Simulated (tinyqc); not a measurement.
Worked calculation: thin-body film or fin with hard walls, valleys of the Si type. Values are carried at full precision from step to step, so a last printed digit may differ when a step is redone from the rounded ones.

Six ellipsoidal valleys with their long axes along the cube axes, mass ml along the axis and mt across it. For a valley whose axis makes the angle theta with the surface normal, 1/m_z = cos^2(theta)/ml + sin^2(theta)/mt sets the confinement; in the plane the masses are m_1 = mt and m_2 = ml mt/m_z, and m_d = sqrt(m_1 m_2).

Constants: hbar^2/2m0 = 3.80998211 eV angstrom^2; kB = 8.617333262e-05 eV/K.

Parameters, chosen for this exercise (near those of Si; shifted at random, so the results belong to these values and not to a real crystal): ml = 0.924 m0 (longitudinal mass); mt = 0.192 m0 (transverse mass); face = 100 (face of the film or side wall of the fin); t = 64 angstrom (body thickness); T = 300 K (temperature); g_all = 6 (number of valleys); Ns = 11 x 1e12/cm^2 (sheet density in the on state); alpha = 0.55 1/eV (non-parabolicity).

## Valley masses for the (100) face

Group the valleys by their angle to the normal, heaviest m_z first.

Valleys (masses in m0):
```
valleys g  cos^2(theta)     m_z     m_1     m_2     m_d
2                1.0000  0.9240  0.1920  0.1920  0.1920
4                0.0000  0.1920  0.1920  0.9240  0.4212
```

## Subband edges

A film of thickness t between hard walls, flat band inside: E_n = c (n pi/t)^2/m_z above the bulk edge, c = hbar^2/2m0. Without degeneracy the sheet density is N2 exp((EF - Ec)/kB T) with N2 = sum_i g m_d/(2 pi c) kB T exp(-E_i/kB T) over n = 1 to 40 of each group; a classical film has t Nc with Nc = 2 g_all (m_dos kB T/(4 pi c))^(3/2), m_dos = (ml mt^2)^(1/3). The threshold shift is dVt = kB T ln(t Nc/N2).

The seven lowest levels of all groups together; primes mark the lighter m_z.

Subbands:
```
label  valleys g  E (eV)
1              2  0.0099
2              2  0.0397
1'             4  0.0478
3              2  0.0894
4              2  0.1590
2'             4  0.1913
5              2  0.2484
```

The second subband, 2, lies 29.8 meV above the first, 1.2 kB T at 300 K.

## Effective density of states and threshold shift

Sum the subbands; 1/angstrom^2 = 1e16/cm^2 and 1/angstrom^3 = 1e24/cm^3.

terms of N2 by group (1e12/cm^2): 3.855  2.873

Nc = 2.779 x 1e19/cm^3
t Nc = 17.784 x 1e12/cm^2
dVt = 25.1 mV

Confinement leaves 38 % of the classical states; the heaviest group holds 57 % of the electrons, against 33 % in the bulk.

## Filling at a given sheet density

n_i = g m_d/(2 pi c) kB T ln(1 + exp((EF - E_i)/kB T)) over the levels listed; solve sum n_i = Ns (1e12/cm^2 = 1e-4/angstrom^2); the band bending of the charge itself is left out. c = hbar^2/2m0.

EF = 0.0200 eV

n_i in the order of the list (1e12/cm^2): 3.759  1.586  5.337  0.274  0.019  0.024  0.001

The fullest subband is 1', with 49 %.

## Non-parabolic correction

Each level E0 of the list is replaced by the root of E (1 + alpha E) = E0.

Levels (eV):
```
label  parabolic  corrected
1         0.0099     0.0099
2         0.0397     0.0389
1'        0.0478     0.0466
3         0.0894     0.0854
4         0.1590     0.1471
2'        0.1913     0.1745
5         0.2484     0.2214
```

The lowest level drops by 0.1 meV.

## Checks

- N2 of a 3000 angstrom film, summed over n to convergence, plus the half-term of the walls against t Nc, 1/angstrom^2: both 0.083365.

Program tinyqc; command `OMP_NUM_THREADS=1 python tinyqc.py 1250046 1250047 out.jsonl`; about 0.01 s on one thread of a shared Intel(R) Xeon(R) Processor @ 2.30GHz.
